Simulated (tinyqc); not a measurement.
Worked calculation: inversion-layer mobility, back-scattering and ballistic limit of a field-effect transistor. Computed by tinyqc, a small Python program that keeps every step. Command: `OMP_NUM_THREADS=1 python tinyqc.py 3024188 3024189 out.jsonl mos walk`. One thread of a shared host (Intel(R) Xeon(R) Processor @ 2.30GHz), about 0.01 s of CPU time with the checks. Intermediate numbers are printed to about 6 digits and carried at full precision; extremes and crossings named in words are read from the listed rows.

The charge at the top of the source barrier is fixed by the gate; series resistance and short-channel effects are left out. F_j are Fermi integrals normalised to exp(eta) in the classical limit.

Inputs (values chosen for the exercise, modelled on a silicon p-channel):

| quantity | value | unit |
|---|---|---|
| transport mass m | 0.3 | m_0 |
| valley degeneracy g_v | 1 | - |
| weight w of the inversion charge | 0.333 | - |
| permittivity eps | 11.7 | - |
| phonon mobility at 1 MV/cm and 300 K, mu_ph | 120 | cm^2/(V s) |
| roughness mobility at 1 MV/cm, mu_sr | 110 | cm^2/(V s) |
| Coulomb mobility at N_inv = 1e12/cm^2, mu_C | 390 | cm^2/(V s) |
| electrical oxide thickness t_inv | 2.6 | nm |
| depletion charge N_dep | 2.7e+12 | 1/cm^2 |
| gate overdrive V_G - V_T | 0.12 | V |
| drain voltage V_D | 0.59 | V |
| channel length L | 16 | nm |
| exponent a of the critical length | 0.61 | - |
| temperature T | 200 | K |

Statistics at the top of the barrier: non-degenerate.

Constants: eps_0 = 8.8541878128e-12 F/m; e = 1.602176634e-19 C; m_0 = 9.1093837015e-31 kg; k_B = 1.380649e-23 J/K; hbar = 1.054571817e-34 J s; k_B = 8.617333262e-05 eV/K.

## Charge and field

N_inv = 3.9 eps_0 (V_G - V_T)/(e t_inv); effective field E_eff = e (N_dep + w N_inv)/(eps eps_0).

inversion density N_inv = 9.94743e+11 1/cm^2

effective field E_eff = 0.468811 MV/cm

## Effective mobility

mu_phonon = mu_ph (E_eff/1 MV/cm)^(-0.3) (T/300 K)^(-1.75); mu_rough = mu_sr (E_eff/1 MV/cm)^(-2); mu_Coulomb = mu_C (N_inv/1e12 cm^-2) (T/300 K); Matthiessen's rule adds 1/mu.

phonon part = 306.226 cm^2/(V s)

roughness part = 500.493 cm^2/(V s)

Coulomb part = 258.633 cm^2/(V s)

effective mobility mu = 109.528 cm^2/(V s)

The Coulomb part is the lowest and holds 42 % of 1/mu.

## Ballistic limit

Non-degenerate: every F_j(eta) is replaced by exp(eta). Ballistic channel: N_2D = g_v m k_B T/(pi hbar^2), U = e V_D/(k_B T); eta_F solves N_inv = (N_2D/2)[F_0(eta_F) + F_0(eta_F - U)]; v_T = sqrt(2 k_B T/(pi m)); I/W = e (N_2D/2) v_T [F_1/2(eta_F) - F_1/2(eta_F - U)]; injection velocity v_T F_1/2(eta_F)/F_0(eta_F).

N_2D = 2.15984e+12 1/cm^2

eta_F = -0.0821574

thermal velocity v_T = 0.802032 1e7 cm/s

injection velocity = 0.802032 1e7 cm/s

ballistic current I/W = 127.824 microampere/micrometre

Caution: eta_F is above -1, so the non-degenerate formulas understate the injection velocity and the current.

## Back-scattering

Mean free path lambda = (2 k_B T/e)(mu/v_T) F_0(eta_0)/F_-1/2(eta_0), with eta_0 from N_inv = N_2D F_0(eta_0); critical length l = L (1 + U)^(-a), an empirical rule; back-scattering r = l/(l + lambda). Then eta solves N_inv = (N_2D/2)[(1 + r) F_0(eta) + (1 - r) F_0(eta - U)] and I/W = e (N_2D/2) v_T (1 - r)[F_1/2(eta) - F_1/2(eta - U)]. Ballistic ratio: I over the ballistic current. Apparent mobility 1/(1/mu + 1/mu_B), mu_B = mu L/lambda.

eta_0 = -0.775305

mean free path lambda = 4.70725 nm

critical length l = 1.82171 nm

back-scattering coefficient r = 0.279020

current I/W = 72.0542 microampere/micrometre

ballistic ratio = 0.563698

apparent low-field mobility = 84.6298 cm^2/(V s)

L/lambda = 3.40, but at this drain voltage only the first 1.82 nm can return a carrier to the source, so the device works at 56 % of its ballistic limit. Caution: the current exceeds the long-channel drift law, so the empirical rule for l, meant for short channels, is too generous here.

## Channel length

The last column is the long-channel law e N_inv mu V/L with V = V_D - V_D^2/(2 V_ov) below pinch-off and V_ov/2 above, V_ov = V_G - V_T.

Currents (microampere/micrometre):

| L (nm) | r | I/W | ballistic ratio | long-channel law |
|---|---|---|---|---|
| 5 | 0.107890 | 102.928 | 0.805234 | 209.473 |
| 10 | 0.194766 | 86.149 | 0.673968 | 104.737 |
| 20 | 0.326032 | 64.968 | 0.508259 | 52.368 |
| 40 | 0.491741 | 43.552 | 0.340715 | 26.184 |
| 80 | 0.659285 | 26.247 | 0.205339 | 13.092 |
| 160 | 0.794661 | 14.625 | 0.114416 | 6.546 |
| 400 | 0.906323 | 6.281 | 0.049140 | 2.618 |
| 1000 | 0.960298 | 2.589 | 0.020253 | 1.047 |

The current scales as L^-0.97 at the long end and as L^-0.26 at the short end, where it reaches 81 % of the ballistic 128. The long-channel law passes the ballistic limit between 5.00 and 10.0 nm and has no meaning below. At 1000 nm the model gives 2.47 times the long-channel law; the rule for l is a fit for short devices and fails wherever the model exceeds that law. Raising mu by 10 % at 20 nm raises I by 4.7 %.

## The mobility curve

The formulas are those given above.

Mobilities (cm^2/(V s)):

| V_G - V_T (V) | N_inv (1/cm^2) | E_eff (MV/cm) | phonon | roughness | Coulomb | total |
|---|---|---|---|---|---|---|
| 0.03 | 2.48686e+11 | 0.43039 | 314.183 | 593.845 | 64.66 | 49.182 |
| 0.06 | 4.97371e+11 | 0.44320 | 311.431 | 560.019 | 129.32 | 78.557 |
| 0.12 | 9.94743e+11 | 0.46881 | 306.226 | 500.493 | 258.63 | 109.528 |
| 0.20 | 1.65790e+12 | 0.50296 | 299.833 | 434.829 | 431.06 | 125.710 |
| 0.35 | 2.90133e+12 | 0.56700 | 289.245 | 342.154 | 754.35 | 129.776 |
| 0.50 | 4.14476e+12 | 0.63104 | 280.107 | 276.234 | 1077.64 | 123.181 |
| 0.75 | 6.21714e+12 | 0.73777 | 267.279 | 202.092 | 1616.46 | 107.431 |
| 1.00 | 8.28952e+12 | 0.84450 | 256.661 | 154.238 | 2155.28 | 92.220 |
| 1.50 | 1.24343e+13 | 1.05796 | 239.883 | 98.277 | 3232.91 | 68.244 |

The lowest part is Coulomb from 0.0300 to 0.120, phonon from 0.200 to 0.350, roughness from 0.500 to 1.50 V. The total peaks at 130 near E_eff = 0.57 MV/cm: screening lifts it at low density and the field presses it down at high density.

Checks made by the program: long channel and small V_D against the drift formula e N mu V_D/L (relative difference 6e-05).
